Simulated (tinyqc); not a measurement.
Surface Green function of a two-leg ladder, Sancho-Rubio decimation: one step of the calculation.

A semi-infinite lead of cells 0, 1, 2, ... with H0 inside a cell and H1 = <cell i|H|cell i + 1>. One rung (site 1 on leg a, site 2 on leg b) is a cell; all hoppings enter with a minus sign. z = E + i eta.

Question. Decimation. Start with e_s = e = H0, a = H1, b = H1^dagger. Each round: g = (z - e)^(-1); e_s <- e_s + a g b; e <- e + a g b + b g a; a <- a g a; b <- b g b (all with the old a, b). Round k joins cells 2^k apart.

Inputs (values chosen for the exercise):
- E = -2.18 eV (energy)
- eta = 0.1 eV (broadening)

H0 (eV):
```
	1	2
1	0	-1.37
2	-1.37	0.34
```

H1 (eV):
```
	1	2
1	-1	-0.28
2	0	-0.84
```

Wanted: g; e_s after round 1; e after round 1; a after round 1; b after round 1.

Answer.

g (1/eV):
```
	1	2
1	-0.6906-0.0623i	-0.3735-0.0487i
2	-0.3735-0.0487i	-0.5979-0.0502i
```

e_s after round 1 (eV):
```
	1	2
1	-0.947-0.093i	-1.824-0.053i
2	-1.824-0.053i	-0.082-0.035i
```

e after round 1 (eV):
```
	1	2
1	-1.637-0.156i	-2.331-0.111i
2	-2.331-0.111i	-0.734-0.099i
```

a after round 1 (eV):
```
	1	2
1	-0.7952-0.0759i	-0.6770-0.0739i
2	-0.3137-0.0409i	-0.5097-0.0469i
```

b after round 1 (eV):
```
	1	2
1	-0.7952-0.0759i	-0.3137-0.0409i
2	-0.6770-0.0739i	-0.5097-0.0469i
```

Numbers from tinyqc (`OMP_NUM_THREADS=1 python tinyqc.py 2680114 2680115 out.jsonl`; about 0.1 s on one thread of a shared Intel Xeon 2.30GHz).
